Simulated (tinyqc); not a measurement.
What moves the count of states: density of states of one tight-binding band of a chain.

E(k) = -2 t cos(2 pi k) - 2 t2 cos(4 pi k); k in fractions of the reciprocal vectors, mesh k_i = j/N with j = 0 .. N-1. Densities are per cell and per spin, so the band holds one state.

Each interval of the mesh is a segment with E linear in k: n = (E - e1)/(e2 - e1), g = 1/(e2 - e1) between its end values.

Gaussian broadening: g(E) = mean over the mesh of exp(-(E - E_k)^2/(2 sigma^2))/(sigma sqrt(2 pi)), n(E) = mean of erfc((E_k - E)/(sigma sqrt 2))/2.

Inputs chosen for the exercise: t = 1.92 eV (nearest hopping); t2 = -0.23 eV (second hopping); E = -1.62 eV (energy at which the density is wanted); sigma = 0.192 eV (Gaussian width).

Linear method and Gaussian sum with N = 400.

One parameter was then changed.

Results before and after:

| case | n linear | g linear (1/eV) | n Gaussian | g Gaussian (1/eV) |
|---|---|---|---|---|
| base | 0.3937 | 0.1044 | 0.3931 | 0.1047 |
| changed | 0.4131 | 0.0990 | 0.4127 | 0.0993 |

Which of these changes was made? (a) sigma = 0.384 eV; (b) E = -1.428 eV; (c) t2 = -0.134 eV; (d) t = 2.112 eV.

Answer: (b) E = -1.428 eV. Of the candidates, run in turn, only this one gives the changed row.

All candidates:

| case | n linear | g linear (1/eV) | n Gaussian | g Gaussian (1/eV) |
|---|---|---|---|---|
| base | 0.3937 | 0.1044 | 0.3931 | 0.1047 |
| t = 2.112 eV | 0.4052 | 0.0899 | 0.4049 | 0.0907 |
| E = -1.428 eV | 0.4131 | 0.0990 | 0.4127 | 0.0993 |
| sigma = 0.384 eV | 0.3937 | 0.1044 | 0.3913 | 0.1067 |
| t2 = -0.134 eV | 0.3789 | 0.0999 | 0.3785 | 0.1000 |

tinyqc: `OMP_NUM_THREADS=1 python tinyqc.py 1680058 1680059 out.jsonl`; about 0.01 s, one thread, shared Intel(R) Xeon(R) Processor @ 2.30GHz.
